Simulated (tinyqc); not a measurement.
Heisenberg magnet: exchange from energy differences, ordering vector, linear spin waves and ordering temperature: one step, computed by the program tinyqc.

H = -sum over pairs <ij> J_ij S_i.S_j - K sum_i (S_i^z)^2, each pair once, J > 0 ferromagnetic. First neighbours: 8 at a (0.5, 0.5, 0.5), second: 6 at a (1, 0, 0), with all permutations and signs.

Question. Energies of ordered states. J(q) = J1 g1(q) + J2 g2(q), g_s(q) = sum over shell s of cos(q.R). A classical spiral or collinear state of wave vector Q has the exchange energy -(S^2/2) J(Q) per site.

Inputs (values chosen for the exercise, for a model magnet): exchange J1 = 8.57 meV; exchange J2 = 2.7 meV; spin S = 1.5.

Lattice: bcc.

Give: States, Q in 2 pi/a.

Answer.

States, Q in 2 pi/a:
```
Q,g1,g2,energy (meV/site)
"G (0, 0, 0)",8.000e+00,6,-95.355
"H (1, 0, 0)",-8.000e+00,6,58.905
"N (0.5, 0.5, 0)",0,-2,6.075
"P (0.5, 0.5, 0.5)",4.930e-32,-6,18.225
```

The lowest of these is G (0, 0, 0), 101.430 meV per site below N (0.5, 0.5, 0).
